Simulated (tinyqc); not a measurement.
Front-illuminated p-i-n photodiode, quantum efficiency and bandwidth: two steps of the calculation.

Light enters through a p layer (0 to xp), a depleted layer (xp to xp + wi) and a thick n substrate, decaying as exp(-al x); one pass, no back reflection. Carriers made in the depleted layer are all collected; those in the neutral layers diffuse.

Parameters, values chosen for the exercise; values close to those of germanium at this wavelength: wavelength lam = 1550 nm; absorption coefficient al = 1480 1/cm; reflectance of the front face Rf = 0.05; relative permittivity eps_r = 15.6; thickness of the front p layer xp = 0.7 um; thickness of the depleted layer wi = 4.5 um; electron diffusion coefficient in the p layer Dn = 22 cm^2/s; electron diffusion length in the p layer Ln = 17 um; recombination velocity of the front surface S = 30000 cm/s; hole diffusion length in the thick n substrate Lp = 2.8 um; electron drift velocity ve = 5.94e6 cm/s; hole drift velocity vh = 4.13e6 cm/s; diameter dia = 280 um; load resistance RL = 50 ohm; parasitic capacitance Cp = 100 fF; modulation frequency f = 5.3 GHz.

Constants: q = 1.602176634e-19 C, h = 6.62607015e-34 J s, c = 299792458 m/s, eps0 = 8.8541878128e-14 F/cm where lengths are in cm. Results are converted to the units shown.

Question 1. Quantum efficiency. k = al Ln, s = S Ln/Dn, e = exp(-al xp); front layer f1 = (k/(k^2 - 1)) {[s + k - e (s cosh(xp/Ln) + sinh(xp/Ln))]/[s sinh(xp/Ln) + cosh(xp/Ln)] - k e}; depleted layer f2 = e (1 - exp(-al wi)); substrate f3 = e exp(-al wi) al Lp/(1 + al Lp); external efficiency (1 - Rf)(f1 + f2 + f3); responsivity = efficiency q lam/(h c).

Find: s; f1; f2; f3; external efficiency; responsivity.

Answer 1.

s = 2.3182
f1 = 0.094003
f2 = 0.43839
f3 = 0.13571
external efficiency = 0.63470
responsivity = 0.79347 A/W

The front layer absorbs 9.84 % of the light that enters and collects 95.5 % of that. Diffusion from the neutral layers makes up 34.4 % of the current.

Question 2. Response at one frequency. Drift response for pairs made in the depleted layer, a = al wi, g = 1 - exp(-a), u = 2 pi i f, te = wi/ve, th = wi/vh: electrons He = [g - a (exp(-a) - exp(-u te))/(u te - a)]/(u te g), holes Hh = [g - a (1 - exp(-a - u th))/(a + u th)]/(u th g); C = eps0 eps_r pi (dia/2)^2/wi + Cp; total |He + Hh|/sqrt(1 + (2 pi f RL C)^2), for the current of the depleted layer alone.

Give: te; th; He; Hh; |He + Hh|; C; total response.

Answer 2.

te = 75.758 ps
th = 108.96 ps
He = 0.29805-0.35024i
Hh = 0.15079-0.27293i
|He + Hh| = 0.76798
C = 1990.0 fF
total response = 0.22189

The drift response alone falls to 1/sqrt(2) at 6.08 GHz and the RC term alone at 1.60 GHz; together they give 1.53 GHz.

tinyqc, about 0.01 s, one thread, Intel Xeon 2.30GHz (shared host): `OMP_NUM_THREADS=1 python tinyqc.py 2250019 2250020 out.jsonl`
